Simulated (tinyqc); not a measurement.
One share for all, or one for each: linear model of a band gap against the share of exact exchange.

E(alpha) = E0 + S alpha. A wider gap screens less, modelled in the Penn form eps(alpha) = 1 + (e0 - 1)(EP/(EP + S alpha))^2 with a scale EP chosen for the exercise. A dielectric-dependent hybrid takes alpha = 1/eps.

Errors of the gap (eV) against each target; e0, EP, S and the gaps are values chosen for the exercise.

Results:
```
case          E0 (eV)  S (eV)     e0  EP (eV)  target Et (eV)  alpha needed  error, alpha = 0  error, 0.25  error, self-consistent
like SiC         2.28    6.84   7.13     17.5            3.29         0.148             -1.01         0.70                    0.05
like MgO         4.71   10.03   3.18     24.8            7.84         0.312             -3.13        -0.62                    0.67
like diamond     4.12    7.44   6.16     29.0            5.47         0.181             -1.35         0.51                   -0.05
like GaP         1.59    6.01   9.46     11.1            2.39         0.133             -0.80         0.70                   -0.09
like TiO2        1.95    8.57   8.18     13.3            3.26         0.153             -1.31         0.83                   -0.09
like InP         0.66    5.79  10.75     10.7            1.42         0.131             -0.76         0.69                   -0.17
like Ge          0.08    4.71  17.28      9.0            0.74         0.140             -0.66         0.52                   -0.37
```

What does the comparison show?

Mean absolute errors: 1.29, 0.65 and 0.21 eV for alpha = 0, 0.25 and the self-consistent value. A fixed quarter overshoots for SiC, diamond, GaP, TiO2, InP and Ge and falls short for MgO; the alpha needed runs between 0.131 and 0.312 and its correlation with 1/e0 over these cases is 0.96.

Program tinyqc; command `OMP_NUM_THREADS=1 python tinyqc.py 1880058 1880059 out.jsonl`; about 0.01 s on one thread of a shared Intel(R) Xeon(R) Processor @ 2.30GHz.
